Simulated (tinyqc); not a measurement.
Comparisons within one model: round or elliptic silicon nanowire with anisotropic valleys (Ritz method). A value that a table varies takes the place of the one given here.

Wire along x = [100] on a (001) wafer, y = [010], z = [001]. Valley groups, two valleys each (w = inverse masses): A, axis along z: w_y = 1/mt, w_z = 1/ml, m_x = mt; B, axis along y: w_y = 1/ml, w_z = 1/mt, m_x = mt; C, axis along x: w_y = w_z = 1/mt, m_x = ml.

Hard wall on the ellipse (y/a)^2 + (z/b)^2 = 1, c = hbar^2/2m0. With u = y/a, v = z/b the operator is -c [(w_y/a^2) d2/du2 + (w_z/b^2) d2/dv2] on the unit disc. Basis (1 - u^2 - v^2) u^i v^j; S, X and Y are the disc integrals of f f', (df/du)(df'/du) and (df/dv)(df'/dv), from the integral of u^p v^q = 2 Gamma((p+1)/2) Gamma((q+1)/2)/((p + q + 2) Gamma((p+q+2)/2)) for even p, q; H = c (w_y X/a^2 + w_z Y/b^2).

Converged values use 21 functions of each parity class (e or o in u, then in v).

Constants: hbar^2/2m0 = 3.80998211 eV angstrom^2.

Inputs chosen for the exercise (near those of a Si nanowire; the results hold for these values, not for the real material): ml = 0.903 m0 (longitudinal mass); mt = 0.19 m0 (transverse mass); a = 30 angstrom (semi-axis along y); b = 38 angstrom (semi-axis along z); asp = (0.4, 0.6, 0.8, 1, 1.3, 1.8, 2.5) (ratios a/b); area = 35.8 nm^2 (cross-section, kept fixed); hw = 1.5 (height over mean width).

## Size of the basis

Lowest level of each group with 1, 3, 6 and 21 even functions.

Levels (meV):

| functions | A | B | C |
|---|---|---|---|
| 1 | 75.61 | 55.72 | 108.50 |
| 3 | 70.97 | 53.30 | 104.44 |
| 6 | 70.83 | 53.28 | 104.42 |
| 21 | 70.83 | 53.28 | 104.42 |

One function errs by 6.7 % for A, 4.6 % for B and 3.9 % for C, six by 0.0017, 6.9e-05 and 2.8e-05 meV. The error grows with the axis ratio of the stretched ellipse (2.76, 1.72, 1.27); for a circle it is 6/5.783 - 1 = 3.7 %.

## Flattening the wire at fixed area

a = sqrt(area x ratio/pi), b = a/ratio, 1 nm^2 = 100 angstrom^2; lowest level of each group.

Levels (eV):

| a/b | a (angstrom) | b (angstrom) | A | B | C |
|---|---|---|---|---|---|
| 0.4 | 21.3 | 53.4 | 0.1226 | 0.0471 | 0.1442 |
| 0.6 | 26.1 | 43.6 | 0.0872 | 0.0483 | 0.1145 |
| 0.8 | 30.2 | 37.7 | 0.0702 | 0.0536 | 0.1042 |
| 1.0 | 33.8 | 33.8 | 0.0606 | 0.0606 | 0.1018 |
| 1.3 | 38.5 | 29.6 | 0.0527 | 0.0722 | 0.1051 |
| 1.8 | 45.3 | 25.2 | 0.0475 | 0.0928 | 0.1187 |
| 2.5 | 53.4 | 21.3 | 0.0471 | 0.1226 | 0.1442 |

Each group is lowest where its stretched ellipse is a circle, at a/b = sqrt(w_y/w_z): 2.18 for A, 0.46 for B and 1.00 for C. The lowest group is B in the first row and A in the last, A and B crossing at a/b = 1 by symmetry; B - A is -75 meV in the first row and +75 meV in the last.

## Shape of the cross-section

Equal area, hard walls, lowest level of -c (w_y d2/dy2 + w_z d2/dz2), c = hbar^2/2m0. Rectangle W x H with H/W = hw; ellipse with b/a = hw; trapezoid of height H, base W/0.8 and top 0.6 of the base; isosceles triangle of height H and base 2W. Ellipse, trapezoid and triangle by converged Ritz bases; 1 nm^2 = 100 angstrom^2.

Levels:

| shape | A (eV) | B (eV) | B - A (meV) |
|---|---|---|---|
| rectangle | 0.0907 | 0.0543 | -36.4 |
| ellipse | 0.0803 | 0.0498 | -30.5 |
| trapezoid | 0.0853 | 0.0554 | -29.9 |
| triangle | 0.0646 | 0.0731 | 8.5 |

W = 48.9 angstrom
H = 73.3 angstrom

For group A the order is triangle, ellipse, trapezoid, rectangle, spanning 40 %. For group B the order is ellipse, rectangle, trapezoid, triangle, spanning 47 %. The ellipse lies below the rectangle for both groups, since corners hold little of the wave function. The triangle is lowest for A, whose light mass lies across the width and gains from the wide base. The spacing B - A of the valley groups runs from -36 to 8 meV.

## What each parameter does

Lowest level of groups A and B. Each row changes one parameter from the base and keeps the others.

Results:

| case | A (eV) | B (eV) | B - A (meV) |
|---|---|---|---|
| base | 0.0708 | 0.0533 | -17.6 |
| a = 33 angstrom | 0.0603 | 0.0508 | -9.5 |
| b = 41 angstrom | 0.0694 | 0.0478 | -21.6 |
| ml = 1.011 m0 | 0.0697 | 0.0517 | -18.0 |
| mt = 0.209 m0 | 0.0653 | 0.0497 | -15.6 |

The largest shifts from the base row, up to three for each result and ties (the steps differ in size, so this ranks the rows, not the parameters). A (eV): a -0.0106, mt -0.0055, b -0.0015. B (eV): b -0.0055, mt -0.0036, a -0.0025. B - A (meV): a +8.1, b -4.1, mt +2.0.

Run: tinyqc, `OMP_NUM_THREADS=1 python tinyqc.py 1250170 1250171 out.jsonl`; Intel(R) Xeon(R) Processor @ 2.30GHz, one thread, shared host; about 0.02 s of CPU time with all checks.
